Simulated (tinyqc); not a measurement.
Cluster expansion of a binary alloy: correlations, fit, cross-validation and ground states: one step, computed by the program tinyqc.

s = +1 for A and -1 for B. Energy per site E = J0 + J1 P(point) + sum over clusters of m V P, with P the mean product of spins; V > 0 on a pair favours unlike neighbours. Clusters per site m: pair 1 4, pair 2 3, pair 3 6, triplet 12; the triplet is two first-neighbour bonds closed by a second-neighbour bond. Formation energies are counted from the line between pure A and pure B, which removes J0 and J1.

Task: Design matrix. Design matrix of formation energies: m (P - 1) for pairs and m (P(triplet) - P(point)) for the triplet; x = (1 - P(point))/2.

Lattice: bcc.

correlations P, counted on periodic cells:
```
                      point     pair 1     pair 2     pair 3    triplet
A                  1.000000   1.000000   1.000000   1.000000   1.000000
A3B D0_3           0.500000   0.000000   0.000000   1.000000  -0.500000
A3B (001) layers   0.500000   0.000000   0.666667   0.333333   0.166667
A2B C11_b          0.333333  -0.333333   0.555556   0.111111  -0.111111
AB B2              0.000000  -1.000000   1.000000   1.000000   0.000000
AB B32             0.000000   0.000000  -1.000000   1.000000   0.000000
A2B2 B11           0.000000   0.000000   0.333333  -0.333333   0.000000
AB (110) layers    0.000000   0.000000  -0.333333  -0.333333   0.000000
AB2 C11_b         -0.333333  -0.333333   0.555556   0.111111   0.111111
AB3 D0_3          -0.500000   0.000000   0.000000   1.000000   0.500000
AB3 (001) layers  -0.500000   0.000000   0.666667   0.333333  -0.166667
B                 -1.000000   1.000000   1.000000   1.000000  -1.000000
```

Give: X.

Result:

X:
```
                  pair 1  pair 2  pair 3  triplet
A                   0.00    0.00    0.00     0.00
A3B D0_3           -4.00   -3.00    0.00   -12.00
A3B (001) layers   -4.00   -1.00   -4.00    -4.00
A2B C11_b          -5.33   -1.33   -5.33    -5.33
AB B2              -8.00    0.00    0.00     0.00
AB B32             -4.00   -6.00    0.00     0.00
A2B2 B11           -4.00   -2.00   -8.00     0.00
AB (110) layers    -4.00   -4.00   -8.00     0.00
AB2 C11_b          -5.33   -1.33   -5.33     5.33
AB3 D0_3           -4.00   -3.00    0.00    12.00
AB3 (001) layers   -4.00   -1.00   -4.00     4.00
B                   0.00    0.00    0.00     0.00
```
